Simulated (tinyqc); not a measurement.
Inside a calculation. Method: plane-wave Kohn-Sham cycle with exchange-only LDA in a layered model solid. One step of it, computed by the program tinyqc.

Question. Iteration 1: Hamiltonian at one k. H(m,m') = (k + G_m)^2/2 delta + V(G_m - G_m'), with V(-G) = V(G).

A solid whose potential varies along x alone (atomic units):
```
parameter,value
period a,16.600000
cross-section of the cell,8.000000
electrons per cell,2
grid points,16
"plane waves -n..n, n",2
k points,2
V1 in V1 cos(2 pi x/a),-0.260000
```

V(G_m), m = 0, 1, 2, ... (hartree): -0.243184  -0.130000  0.000000  0.000000  0.000000

k = 0.250000 2 pi / a

Give: H.

Answer.

H (hartree), lower triangle:
```
,-2,-1,+0,+1,+2
-2,-0.024
-1,-0.130,-0.203
+0,0.000,-0.130,-0.239
+1,0.000,0.000,-0.130,-0.131
+2,0.000,0.000,0.000,-0.130,0.119
```
